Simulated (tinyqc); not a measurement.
# From one set of inputs to another, one input at a time

Model: correction of a charged-defect supercell by a model charge and potential alignment (plane-averaged potentials). Computed by tinyqc, a small Python program. Command: `OMP_NUM_THREADS=1 python tinyqc.py 3113434 3113435 out.jsonl align ladder`. One thread of a shared host (Intel(R) Xeon(R) Processor @ 2.30GHz), about 0.02 s of CPU time with the checks.

The "true" defect charge is (1 - x) q in a Gaussian of width sigma plus x q in one of width sigma_t, so the exact answer is known; the correction sees only a single model Gaussian of width sigma_m. A Gaussian of width s has the transform rho(G) = exp(-G^2 s^2/2), normalised to 1. A uniform background cancels q, so G = 0 is left out. Potentials are those felt by a unit positive charge. E_0 is the formation energy of the isolated defect, E_cell its value in the supercell, E_lat = E_iso - E_per of the model charge, C the true less the model potential far from the defect; the exact correction is E_0 - E_cell, and the error of a scheme is E_cell plus its correction less E_0.

The inputs printed are set A. Inputs not listed in the table keep their values of set A, so the rows need not describe a real material.

Inputs (values chosen for the exercise, with screening close to that of Al2O3):
```
quantity                                     value      unit
defect charge q                                 -2         e
dielectric constant eps                       8.99         -
edge of the cubic cell L                      15.6  angstrom
width sigma of the true defect charge          1.1  angstrom
width sigma_m of the model charge                1  angstrom
share x of the charge in a wide tail          0.08         -
width sigma_t of the tail                      1.8  angstrom
formation energy of the isolated defect E_0   1.15        eV
```

Constants: e^2/(4 pi eps_0) = 14.39964548 eV angstrom.

Method:
- Periodic energy E_per = (2 pi q^2/(eps L^3)) (e^2/(4 pi eps_0)) sum_(G != 0) rho(G)^2/G^2, G = (2 pi/L)(n1, n2, n3), |n_i| <= 16. Isolated energy: two Gaussians of charges q_a, q_b and widths a, b interact by q_a q_b (e^2/(4 pi eps_0 eps)) sqrt(2/pi)/sqrt(a^2 + b^2), and the self-energy is half the sum over pairs.
- Supercell value E_cell = E_0 + E_per - E_iso for the true charge.
- E_lat = E_iso - E_per for the model charge; point-charge value alpha q^2 e^2/(4 pi eps_0 eps 2 L) with alpha = 2.837297.
- Plane-averaged potential at distance z from the defect: V(z) = (4 pi q/(eps L^3)) (e^2/(4 pi eps_0 e)) sum_(m != 0) rho(G_m) cos(G_m z)/G_m^2, G_m = 2 pi m/L, |m| <= 40.
- C = difference at z = L/2; E_corr = E_cell + E_lat - q C. For charges that have died out at L/2, C = (2 pi q/(eps L^3)) (e^2/(4 pi eps_0 e)) (<s^2> - sigma_m^2), <s^2> = (1 - x) sigma^2 + x sigma_t^2.

Each row keeps all changes above it:
```
input moved                                       from    to  exact correction (eV)  E_lat (eV)  error without alignment (meV)
set A                                                -     -                0.56809     0.57204                          3.949
width sigma_t of the tail (angstrom)               1.8   3.1                0.56269     0.57204                          9.349
share x of the charge in a wide tail              0.08     0                0.56981     0.57204                          2.227
edge of the cubic cell L (angstrom)               15.6  14.5                0.61087     0.61364                          2.773
width sigma of the true defect charge (angstrom)   1.1   1.4                0.60096     0.61364                         12.676
width sigma_m of the model charge (angstrom)         1   1.2                0.60096     0.60783                          6.866
dielectric constant eps                           8.99  12.8                0.42208     0.42690                          4.823
```

Exact correction goes from 0.568 to 0.422, a factor 0.743 in all. The largest single move comes from dielectric constant eps (a factor 0.702), and edge of the cubic cell L works against it (a factor 1.07). E_lat goes from 0.572 to 0.427, a factor 0.746 in all. The largest single move comes from dielectric constant eps (a factor 0.702), and edge of the cubic cell L works against it (a factor 1.07). Error without alignment goes from 3.95 to 4.82, a factor 1.22 in all. The largest single move comes from width sigma of the true defect charge (a factor 4.57), and share x of the charge in a wide tail works against it (a factor 0.238). The single moves hold for this order of the switches; the total does not depend on the order.

Extremes, crossings and ranges named in words are read from the listed rows.
